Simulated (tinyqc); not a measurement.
Worked calculation: ion implantation: universal nuclear stopping, Lindhard-Scharff electronic stopping and a Gaussian range profile. Computed by tinyqc, a small Python program that keeps every step. Command: `OMP_NUM_THREADS=1 python tinyqc.py 3015501 3015502 out.jsonl implant walk`. One thread of a shared host (Intel(R) Xeon(R) Processor @ 2.30GHz), about 0.09 s of CPU time with the checks. Intermediate numbers are printed to about 7 digits and carried at full precision; extremes and crossings named in words are read from the listed rows.

An ion slows by elastic collisions with screened nuclei and by friction with electrons; channelling is ignored and the target is uniform.

Inputs (values chosen for the exercise, modelled on indium ions in aluminium):
```
quantity                                 value     unit
ion atomic number Z1                        49        -
ion mass M1                                115        u
target atomic number Z2                     13        -
target mass M2                           26.98        u
target density N                          60.2   1/nm^3
ion energy E                                21      keV
scale factor of electronic stopping k        1        -
dose Q                                 3.1e+14   1/cm^2
background C_B                         8.4e+15   1/cm^3
displacement energy E_d                     25       eV
tilt angle                                  30  degrees
screen thickness d                          15       nm
```

Follow-up: tilt and screen oxide.

## Stopping at the entry energy

Reduced energy eps = 32.53 M2 E/(Z1 Z2 (M1 + M2)(Z1^0.23 + Z2^0.23)), E in keV; s_n = ln(1 + 1.1383 eps)/(2 (eps + 0.01321 eps^0.21226 + 0.19593 eps^0.5)) for eps up to 30 and ln(eps)/(2 eps) above; S_n = 8.462 Z1 Z2 M1 s_n/((M1 + M2)(Z1^0.23 + Z2^0.23)) in 1e-15 eV cm^2. S_e = k 3.83 Z1^(7/6) Z2/(Z1^(2/3) + Z2^(2/3))^(3/2) sqrt(E/M1) in 1e-15 eV cm^2, E in keV. dE/dx = N (S_n + S_e); 1e-15 eV cm^2 = 0.1 eV nm^2.

reduced energy eps = 0.04793317

s_n = 0.2717119

S_n = 279.0289 x 1e-15 eV cm^2

S_e = 24.23488 x 1e-15 eV cm^2

energy loss dE/dx = 1825.648 eV/nm

Nuclear stopping carries 92 % of the loss at entry.

## Range and straggle

Path length R = int_0^E dE'/(N (S_n + S_e)); energy lost to nuclei nu = int_0^E S_n/(S_n + S_e) dE' (both with E' = E y^3 and 64 Gauss-Legendre points in y). Estimates of Lindhard type: R_p = R/(1 + M2/(3 M1)), straggle dR_p = (2/3) R_p sqrt(M1 M2)/(M1 + M2).

path length R = 19.36496 nm

projected range R_p = 17.96041 nm

straggle dR_p = 4.697509 nm

energy lost to nuclei nu = 19.55022 keV

93 % of the energy goes to nuclei over the whole path.

## Gaussian profile

C(x) = C_p exp(-(x - R_p)^2/(2 dR_p^2)) with C_p = Q/(sqrt(2 pi) dR_p), 1 nm = 1e-7 cm; the profile falls to the background at x_j = R_p + dR_p sqrt(2 ln(C_p/C_B)); the peak atomic fraction is C_p/N.

peak concentration C_p = 2.632717e+20 1/cm^3

Depth x_j where C falls to C_B = 39.33558 nm

peak atomic fraction = 0.004373284

## Damage

Kinchin-Pease count with efficiency 0.8: N_d = 0.8 nu/(2 E_d), taking all of nu as damage energy (an upper estimate, as recoils also lose energy to electrons). Spread over a depth R_p + dR_p, displacements per atom = Q N_d/(N (R_p + dR_p)).

displacements per ion N_d = 312.8034

displacements per atom = 0.7109136

One displacement per atom would need a dose of 4.4e14 per cm^2 if no defects annealed. Caution: above a few tenths of a displacement per atom cascades overlap, so the count overstates new damage; heavy ions turn silicon and germanium amorphous at such levels, while light ions such as boron and metal targets anneal much of the damage.

## Tilt and screen

Depths scale with cos(tilt): R_p cos and dR_p cos (lateral straggle ignored); the screen stops like the target. Fraction in the substrate = (1/2) erfc((d - R_p cos)/(sqrt2 dR_p cos)); peak depth below the screen = R_p cos - d.

fraction in the substrate = 0.5541765

peak depth below the screen = 0.5541674 nm

45 % of the dose does not reach the substrate.

## Nuclear against electronic stopping over energy

The formulas are those given above.

Stopping (1e-15 eV cm^2) and range:
```
E (keV)           eps       S_n       S_e    R (nm)       nu/E
1        2.282532e-03   87.2206    5.2885    4.2935  0.9404260
2        4.565064e-03  120.9044    7.4790    5.7925  0.9413951
5        1.141266e-02  176.9425   11.8254    8.9057  0.9402798
10       2.282532e-02  225.7217   16.7237   12.7306  0.9371810
20       4.565064e-02  275.6239   23.6508   18.8136  0.9314843
50       1.141266e-01  332.4335   37.3952   33.4859  0.9181764
100      2.282532e-01  357.7356   52.8848   54.5931  0.9013355
200      4.565064e-01  358.0769   74.7905   93.7092  0.8748769
500      1.141266e+00  313.3562  118.2541  208.3879  0.8143966
```

Nuclear stopping peaks near 200 keV among these rows (eps = 0.46; the universal curve peaks near 0.3). Nuclear stopping leads throughout. The path length grows as E^0.43 at the low end and E^0.87 at the high end; constant stopping would give E^1, and stopping that rises with E, be it nuclear (below its peak) or electronic, gives a lower exponent.

Checks made by the program: range against adaptive quadrature (relative difference 9e-06).
